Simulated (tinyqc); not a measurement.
# MOS inversion layer, Poisson-Schroedinger loop: two studies

Electrons confined at an insulator interface at z = 0, treated as a hard wall; parabolic valleys, Hartree approximation, no image or exchange terms. The depletion charge lies far deeper than the electrons and gives a uniform field q Nd/(eps0 eps_r); the gate balances all charge. Energies are counted from the band edge at the interface.

Values chosen for this exercise; masses and permittivity close to those of germanium (100): temperature T = 400 K; relative permittivity eps_r = 16.2; mass along z of valley set A (4 valley(s)) mz1 = 0.121 m0; in-plane density-of-states mass of set A md1 = 0.294 m0; sheet density of electrons Ns = 1.3e12 cm^-2; sheet density of depletion charge Nd = 2.5e11 cm^-2.

Constants: q = 1.602176634e-19 C, kB = 1.380649e-23 J/K, hbar = 1.054571817e-34 J s, m0 = 9.1093837015e-31 kg, Vt = kB T/q, eps0 = 8.8541878128e-14 F/cm where lengths are in cm, hbar^2/(2 m0) = 0.0380998212 eV nm^2. Results are converted to the units shown.

Each table varies one quantity; the others keep the values above.

## Effect of the sheet density of electrons

Schroedinger equation -(C/mz) psi'' + (V0 + U) psi = E psi, C = hbar^2/(2 m0), psi(0) = 0, on a uniform mesh of 800 nodes with a far wall at 110 nm, 8 levels a set; V0 = q Nd z/(eps0 eps_r); dU/dz = q (Ns - integral of n from 0 to z)/(eps0 eps_r), U(0) = 0; N_k = g md m0 q Vt/(pi hbar^2) ln(1 + exp((EF - E_k)/Vt)), g the number of valleys of the set, sum N_k = Ns. Triangular well: E_k = a_k (C F^2/mz)^(1/3), a_1 = 2.338107, a_2 = 4.087949, C = hbar^2/(2 m0), F in eV/nm. Fang-Howard (all electrons in the lowest level of set A): b^3 = 6 (mz1/C) q (Nd + 11 Ns/32)/(eps0 eps_r), centroid 3/b, level C b^2/(4 mz1) + (3/b) q (Nd + 11 Ns/16)/(eps0 eps_r). The centroid adds 3.9 z_av/eps_r to an oxide-equivalent thickness. Shares under 0.0001 % are printed as 0.

Results:

| Ns (cm^-2) | A1 (meV) | A2 (meV) | EF (meV) | share of A1 (%) | share of A2 (%) | centroid z_av (nm) | added oxide equivalent (nm) | Fang-Howard centroid (nm) |
|---|---|---|---|---|---|---|---|---|
| 1e11 | 38.2 | 64.6 | -164 | 47.6 | 22.2 | 12.9 | 3.10 | 7.64 |
| 2.1e11 | 45.0 | 74.0 | -130 | 50.3 | 21.7 | 12.1 | 2.91 | 7.33 |
| 4.5e11 | 58.1 | 92.2 | -87.1 | 55.3 | 20.6 | 10.7 | 2.59 | 6.79 |
| 2.1e12 | 125 | 180 | 43.1 | 72.2 | 15.0 | 7.01 | 1.69 | 5.07 |
| 4.4e12 | 194 | 266 | 144 | 81.2 | 10.9 | 5.32 | 1.28 | 4.16 |
| 9.4e12 | 312 | 408 | 296 | 88.8 | 6.91 | 3.93 | 0.945 | 3.32 |
| 2e13 | 507 | 637 | 532 | 93.9 | 3.91 | 2.90 | 0.698 | 2.61 |

Estimate the missing row, Ns = 9.7e11 cm^-2.

Computed row:

| Ns (cm^-2) | A1 (meV) | A2 (meV) | EF (meV) | share of A1 (%) | share of A2 (%) | centroid z_av (nm) | added oxide equivalent (nm) | Fang-Howard centroid (nm) |
|---|---|---|---|---|---|---|---|---|
| 9.7e11 | 82.2 | 125 | -31.8 | 62.8 | 18.5 | 8.95 | 2.16 | 6.01 |

With this row back in the table: As Ns goes from 1e11 to 2e13, A1 rises from 38.2 to 507 meV, the share of A1 rises from 47.6 to 93.9 % and the centroid falls from 12.9 to 2.90 nm. A1 goes as Ns^(0.65) between the last two rows (a triangular well in the field of that charge alone gives 2/3). EF lies more than 2 meV above A1 for Ns = 2e13. The Fang-Howard centroid is 41 % below the full one in the first row, where A1 holds 47.6 %, and 10 % below it in the last, where A1 holds 93.9 %. For Ns = 1e11, 2.1e11, 4.5e11, 9.7e11, 2.1e12 the eighth level of a set still holds over 0.4 % of the electrons, so more levels and a farther wall would raise the centroid.

## Effect of the sheet density of depletion charge

Schroedinger equation -(C/mz) psi'' + (V0 + U) psi = E psi, C = hbar^2/(2 m0), psi(0) = 0, on a uniform mesh of 800 nodes with a far wall at 120 nm, 8 levels a set; V0 = q Nd z/(eps0 eps_r); dU/dz = q (Ns - integral of n from 0 to z)/(eps0 eps_r), U(0) = 0; N_k = g md m0 q Vt/(pi hbar^2) ln(1 + exp((EF - E_k)/Vt)), g the number of valleys of the set, sum N_k = Ns.

Results:

| Nd (cm^-2) | A1 (meV) | A2 (meV) | EF (meV) | share of A1 (%) | share of A2 (%) | centroid z_av (nm) | added oxide equivalent (nm) | Fang-Howard centroid (nm) |
|---|---|---|---|---|---|---|---|---|
| 1e11 | 89.2 | 132 | -16.1 | 60.1 | 17.6 | 10.4 | 2.50 | 6.14 |
| 1.7e11 | 92.2 | 137 | -11.4 | 63.0 | 17.6 | 9.19 | 2.21 | 5.90 |
| 3.1e11 | 98.2 | 147 | -2.44 | 68.4 | 17.1 | 7.64 | 1.84 | 5.51 |
| 5.3e11 | 108 | 163 | 10.3 | 75.4 | 15.5 | 6.22 | 1.50 | 5.06 |
| 9.4e11 | 124 | 193 | 31.2 | 84.3 | 11.8 | 4.92 | 1.18 | 4.51 |
| 1.6e12 | 150 | 240 | 60.1 | 91.8 | 7.01 | 3.99 | 0.960 | 3.96 |
| 5e12 | 262 | 441 | 174 | 99.4 | 0.577 | 2.70 | 0.650 | 2.86 |

Estimate the missing row, Nd = 2.9e12 cm^-2.

Computed row:

| Nd (cm^-2) | A1 (meV) | A2 (meV) | EF (meV) | share of A1 (%) | share of A2 (%) | centroid z_av (nm) | added oxide equivalent (nm) | Fang-Howard centroid (nm) |
|---|---|---|---|---|---|---|---|---|
| 2.9e12 | 196 | 324 | 108 | 97.3 | 2.53 | 3.23 | 0.777 | 3.36 |

With this row back in the table: As Nd goes from 1e11 to 5e12, A1 rises from 89.2 to 262 meV, the share of A1 rises from 60.1 to 99.4 % and the centroid falls from 10.4 to 2.70 nm. A1 goes as Nd^(0.53) between the last two rows (a triangular well in the field of that charge alone gives 2/3). The Fang-Howard centroid is 41 % below the full one in the first row, where A1 holds 60.1 %, and 5.7 % above it in the last, where A1 holds 99.4 %. For Nd = 1e11, 1.7e11, 3.1e11 the eighth level of a set still holds over 0.4 % of the electrons, so more levels and a farther wall would raise the centroid.

Program tinyqc, `OMP_NUM_THREADS=1 python tinyqc.py 2160166 2160167 out.jsonl`; Intel Xeon 2.30GHz, shared host, one thread, about 0.5 s.
